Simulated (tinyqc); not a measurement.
## p-n heterojunction, non-linear Poisson equation by Newton steps, Fermi-Dirac statistics: effect of the acceptor density of material 1

One dimension, material 1 (p-type) at x < 0 and material 2 (n-type) at x > 0. Band edges: Ec = -psi in material 1 and -psi + dEc in material 2, Ev = Ec - Eg. Flat quasi-Fermi levels: 0 for holes, +V for electrons. n = Nc F((EFn - Ec)/Vt), p = Nv F((Ev - EFp)/Vt), with F(eta) = F_1/2(eta) = (2/sqrt(pi)) int_0^infinity sqrt(u) du/(1 + exp(u - eta)) (Fermi-Dirac statistics); full ionisation, no interface charge, classical densities; the doping types are chosen for the exercise.

Exact first integral: on each side D^2/(2 eps0 er) = G, G = q [Vt (nI_j - nI_b) + Vt (pI_j - pI_b) - C (psi_j - psi_b)], with C = -N1 or +N2, b the neutral end of that side, and nI, pI the densities with F_1/2 replaced by F_3/2(eta) = (4/(3 sqrt(pi))) int_0^infinity u^(3/2) du/(1 + exp(u - eta)). D is continuous, so er1 G1(psi_j) = er2 G2(psi_j) fixes psi_j. Ends from Nv1 F((-psi_L - Eg1)/Vt) = N1 and Nc2 F((V + psi_R - dEc)/Vt) = N2. D is counted positive when psi rises towards material 2. Depletion (Anderson) capacitance C^2 = q eps0 er1 er2 N1 N2/(2 (er1 N1 + er2 N2)(psi_R - psi_L)). -dD/dV is the change of the displacement at the interface with both quasi-Fermi levels flat; it is the terminal capacitance only while neither side holds an inversion layer. n_j and p_j are densities at the interface.

Inputs (values chosen for the exercise); band and dielectric values close to those of CdS and CdTe: temperature T = 300 K; band gap of material 1 Eg1 = 2.36 eV; relative permittivity of material 1 er1 = 8.93; conduction-band density of states of material 1 Nc1 = 2.21e18 cm^-3; valence-band density of states of material 1 Nv1 = 1.79e19 cm^-3; band gap of material 2 Eg2 = 1.49 eV; relative permittivity of material 2 er2 = 10.1; conduction-band density of states of material 2 Nc2 = 8.07e17 cm^-3; valence-band density of states of material 2 Nv2 = 1.84e19 cm^-3; conduction-band offset Ec2 - Ec1 dEc = 0.11 eV; donor density of material 2 N2 = 3.3e17 cm^-3; bias of side 1 against side 2 V = 0 V.

Constants: q = 1.602176634e-19 C, kB = 1.380649e-23 J/K, Vt = kB T/q, eps0 = 8.8541878128e-14 F/cm where lengths are in cm. Results are converted to the units shown.

Effect of the acceptor density of material 1:
```
N1 (cm^-3),psi_R - psi_L (V),psi_j - psi_L (V),psi_R - psi_j (V),D/q (cm^-2),n_j in 1 (cm^-3),p_j in 2 (cm^-3),-dD/dV (nF/cm^2),depletion C (nF/cm^2)
1.2e15,2.202,2.095,0.1074,5.436e11,9.849e17,2.316e-4,0.4730,5.866
2.7e15,2.223,2.113,0.1098,5.515e11,9.085e17,2.542e-4,1.112,8.739
6.4e15,2.245,2.129,0.1165,5.729e11,7.239e17,3.284e-4,2.962,13.32
1.5e16,2.267,2.131,0.1369,6.348e11,3.482e17,7.248e-4,9.442,20.07
3.5e16,2.289,2.069,0.2203,8.424e11,1.460e16,0.01824,29.00,29.75
8.3e16,2.312,1.873,0.4385,1.230e12,3.160e12,84.45,43.64,43.13
2e17,2.335,1.511,0.8235,1.712e12,1.077e6,2.478e8,60.13,59.44
4.6e17,2.356,1.058,1.298,2.165e12,0.01150,2.320e16,72.96,74.43
```

What does the comparison show?

As N1 goes from 1.2e15 to 4.6e17, the total bending rises from 2.20 to 2.36 V and the sheet charge D/q rises from 5.44e11 to 2.16e12 cm^-2; the share of the bending in material 1 falls from 95.1 to 44.9 %. The capacitance departs most from the depletion formula at N1 = 1.2e15, where it is 92 % below it, and there the electrons at the interface in material 1 outnumber its acceptors: an inversion layer has formed.

tinyqc, about 0.2 s, one thread, Intel Xeon 2.30GHz (shared host): `OMP_NUM_THREADS=1 python tinyqc.py 2040019 2040020 out.jsonl`
